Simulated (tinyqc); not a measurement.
From results back to parameters: Koster-Slater impurity in an sp3s* host.

Problem. In the Koster-Slater model a defect shifts the s level of its site by Vs and the p levels by Vp; an A1 level solves 1/Vs = G_s(E) and a T2 level 1/Vp = G_p(E), E from the top of the valence band. A defect has an A1 level at E = 0.8490 eV, one of the energies of the table, and a T2 level at 1.4150 eV.

G(E) of the host (1/eV):
```
E (eV)         G_s         G_p
0.0000  -0.0887357   0.0359199
0.2830  -0.1104709  -0.0184298
0.5660  -0.1356274  -0.0543903
0.8490  -0.1661351  -0.0867874
1.1320  -0.2049779  -0.1207374
1.4150  -0.2574210  -0.1614742
1.6980  -0.3341465  -0.2191612
1.9810  -0.4622209  -0.3278152
2.2639  -0.8414751  -1.0807904
```

Find: Vs, Vp.

Solution. Read G_s and G_p at the two energies and invert them. Vs is attractive and pulls its level down from the conduction bands. Vp is attractive and pulls its level down from the conduction bands.

Vs, Vp (eV): -6.0  -6.2

Computed by tinyqc, a small Python program: `OMP_NUM_THREADS=1 python tinyqc.py 1450192 1450193 out.jsonl` (the numbers bound the seed that draws the inputs); one thread of a shared host (Intel(R) Xeon(R) Processor @ 2.30GHz), about 0.05 s for the whole set of steps.
